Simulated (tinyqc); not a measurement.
Born-Oppenheimer dynamics on the UHF/sto-3g surface (energies and gradients from PySCF), for H2+, spin multiplicity 2, step by step. Computed by tinyqc, a small Python program that keeps every step (integrals from PySCF). Settings: charge = 1, multiplicity = 2, basis = sto-3g, time step (fs) = 0.5, steps = 24. Command: `OMP_NUM_THREADS=1 python tinyqc.py 23895 23896 out.jsonl` (the two numbers bound the seeds that draw the settings). One thread of a shared host (Intel(R) Xeon(R) Processor @ 2.60GHz), about 0.2 s of CPU time with the checks.

## Velocity Verlet step 1

positions (bohr):
```
         x       y       z
1H  0.0000  0.0000  0.0000
2H  0.0000  0.0000  1.4834
```

velocities (bohr per atomic time unit):
```
             x           y           z
1H   0.0001300  -0.0000440   0.0001575
2H  -0.0001300   0.0000440  -0.0001575
```

gradient (hartree/bohr):
```
           x         y          z
1H  0.000000  0.000000   0.145010
2H  0.000000  0.000000  -0.145010
```

masses (electron masses): 1H 1837.1526, 2H 1837.1526

gradient after step 1 (hartree/bohr):
```
            x          y          z
1H  -0.000470   0.000159   0.132171
2H   0.000470  -0.000159  -0.132171
```

dt = 0.5 fs = 20.6707 atomic units; x' = x + v dt - g dt^2 / (2m); after the new gradient g', v' = v - (g + g') dt / (2m).

positions after step 1 (bohr):
```
          x        y        z
1H   0.0027  -0.0009  -0.0136
2H  -0.0027   0.0009   1.4970
```

velocities after step 1 (bohr per atomic time unit):
```
             x           y           z
1H   0.0001326  -0.0000449  -0.0014018
2H  -0.0001326   0.0000449   0.0014018
```

## Velocity Verlet step 2

gradient after step 2 (hartree/bohr):
```
            x          y          z
1H  -0.000657   0.000223   0.095877
2H   0.000657  -0.000223  -0.095877
```

As before.

positions after step 2 (bohr):
```
          x        y        z
1H   0.0055  -0.0019  -0.0580
2H  -0.0055   0.0019   1.5414
```

velocities after step 2 (bohr per atomic time unit):
```
             x           y           z
1H   0.0001390  -0.0000470  -0.0026848
2H  -0.0001390   0.0000470   0.0026848
```

## Energy conservation

The total energy should stay constant up to terms of order dt^2; the step counts as short enough if it moves by less than 2 % of the largest kinetic energy.

Trajectory:
```
time (fs)  1H-2H (angstrom)  potential (hartree)  kinetic (hartree)  total (hartree)
0.0000               0.7850            -0.552436           0.000080        -0.552355
0.5000               0.7994            -0.556207           0.003646        -0.552560
1.0000               0.8464            -0.566265           0.013282        -0.552983
1.5000               0.9169            -0.576114           0.022912        -0.553202
2.0000               1.0008            -0.581695           0.028513        -0.553182
2.5000               1.0892            -0.582495           0.029433        -0.553061
3.0000               1.1759            -0.579803           0.026867        -0.552936
3.5000               1.2565            -0.575217           0.022373        -0.552844
4.0000               1.3285            -0.570000           0.017215        -0.552786
4.5000               1.3904            -0.564971           0.012218        -0.552754
5.0000               1.4413            -0.560595           0.007857        -0.552738
5.5000               1.4808            -0.557107           0.004376        -0.552731
6.0000               1.5087            -0.554614           0.001886        -0.552728
6.5000               1.5250            -0.553155           0.000427        -0.552728
7.0000               1.5296            -0.552742           0.000015        -0.552727
7.5000               1.5225            -0.553378           0.000650        -0.552728
8.0000               1.5038            -0.555058           0.002330        -0.552728
8.5000               1.4734            -0.557768           0.005037        -0.552732
9.0000               1.4314            -0.561457           0.008717        -0.552740
9.5000               1.3781            -0.565998           0.013240        -0.552759
10.0000              1.3140            -0.571116           0.018321        -0.552795
10.5000              1.2400            -0.576282           0.023421        -0.552860
11.0000              1.1578            -0.580586           0.027625        -0.552961
11.5000              1.0704            -0.582672           0.029583        -0.553090
12.0000              0.9823            -0.580931           0.027731        -0.553200
```

The total energy moves within 8.5e-04 hartree; that is over 2 % of the largest kinetic energy, so the time step is too long.
